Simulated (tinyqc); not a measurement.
Inside a calculation. Method: sp3 tight binding, zinc-blende lattice. One step of it, computed by the program tinyqc.

Task: Levels at L. Diagonalise the Hermitian matrix.

H(k) at L (eV), lower triangle (Hermitian):
```
                      a s                 a px                 a py                 a pz
a s            -20.530000
a px             0.000000            -8.420000
a py             0.000000             0.000000            -8.420000
a pz             0.000000             0.000000             0.000000            -8.420000
c s   -4.180434-4.180434i   2.596421+2.596421i   2.596421+2.596421i   2.596421+2.596421i
c px  -2.596421-2.596421i   1.013439+1.013439i  -3.008646-3.008646i  -3.008646-3.008646i
c py  -2.596421-2.596421i  -3.008646-3.008646i   1.013439+1.013439i  -3.008646-3.008646i
c pz  -2.596421-2.596421i  -3.008646-3.008646i  -3.008646-3.008646i   1.013439+1.013439i

             c s       c px       c py       c pz
c s   -11.380000
c px    0.000000  -3.640000
c py    0.000000   0.000000  -3.640000
c pz    0.000000   0.000000   0.000000  -3.640000
```

Give: eigenvalues.

Result:

eigenvalues (eV): -25.0215  -17.7047  -12.1998  -12.1998  -4.2742  0.1398  0.1398  3.0304
